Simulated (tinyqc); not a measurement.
Worked calculation: mean-field antiferromagnet of the Hubbard model on the simple cubic lattice. Values are carried at full precision from step to step, so a last printed digit may differ when a step is redone from the rounded ones.

e(k) = -2 t (cx + cy + cz) - 4 t2 (cx cy + cy cz + cz cx), ci = cos ki; one electron a site; Q = (pi, pi, pi). <n_up - n_dn> = m cos(Q.R) gives Delta = U m/2 and bands E = e+ -/+ sqrt(e-^2 + Delta^2), e+- = (e(k) +- e(k + Q))/2 (the constant U/2 is dropped). Means run over the mesh k_i = 2 pi (j + 1/2)/N of the whole zone: mu from mean(f(E-) + f(E+)) = 1; m(out) = mean of Delta (f(E-) - f(E+))/sqrt(e-^2 + Delta^2); free energy per site F = -kT mean[ln(1 + exp(-(E- - mu)/kT)) + ln(1 + exp(-(E+ - mu)/kT))] + mu + U m^2/4.

Constants: kB = 8.617333262e-05 eV/K.

Parameters, chosen for this exercise:
```
symbol  value  unit  meaning
t       0.62   eV    nearest hopping
t2      -0.13  eV    second hopping
N       4            mesh
U       6.25   eV    on-site repulsion
m0      0.29         starting staggered moment
T       300    K
```

## Folded levels on the mesh

Collect the points with equal |e-| and e+.

Classes of points:
```
|e-| (eV)   e+ (eV)  points
0.87681    -0.26000      48
2.63044     0.78000      16
```

## One mean-field step

From m = m0 form Delta, the two bands of each class and m(out).

Delta = 0.9062 eV

E-, E+ and Delta/sqrt(e-^2 + Delta^2) of each class:
```
|e-| (eV)  E- (eV)  E+ (eV)  Delta/sqrt(e-^2 + Delta^2)
0.8768     -1.5210   1.0010                      0.7187
2.6304     -2.0022   3.5622                      0.3257
```

m(out) = 0.6204

m(out) is above m0, so the next step starts from a larger moment.

## Self-consistency

Repeat with m = m(out) until |m(out) - m| < 1e-8; F(0) is the free energy at m = 0.

Iterations:
```
step         m  Delta (eV)    m(out)     F (eV)
1     0.290000     0.90625  0.620446  -1.509878
2     0.620446     1.93889  0.831705  -1.811412
3     0.831705     2.59908  0.886364  -1.900884
4     0.886364     2.76989  0.896311  -1.906420
5     0.896311     2.80097  0.897988  -1.906601
6     0.897988     2.80621  0.898266  -1.906606
7     0.898266     2.80708  0.898312  -1.906606
8     0.898312     2.80723  0.898320  -1.906606
9     0.898320     2.80725  0.898321  -1.906606
10    0.898321     2.80725  0.898321  -1.906606
11    0.898321     2.80725  0.898322  -1.906606
12    0.898322     2.80725  0.898322  -1.906606
```

m = 0.8983
Delta = 2.8073 eV
lowest E+ minus highest E- on the mesh = 5.7481 eV
F - F(0) = -591.39 meV

Converged in 12 steps. The ordered state lies 591.39 meV a site below the paramagnet and is an insulator on this mesh. A mesh of N = 16 gives m = 0.900 and F - F(0) = -657.4 meV.

## Checks

- Energy gain at U = 400 t against the exchange limit -z t^2/U a site (z neighbours), counted from -U/4 (eV): both -0.00930.

(tinyqc, `OMP_NUM_THREADS=1 python tinyqc.py 1681646 1681647 out.jsonl`, Intel(R) Xeon(R) Processor @ 2.30GHz, 1 thread, shared host, about 0.1 s.)
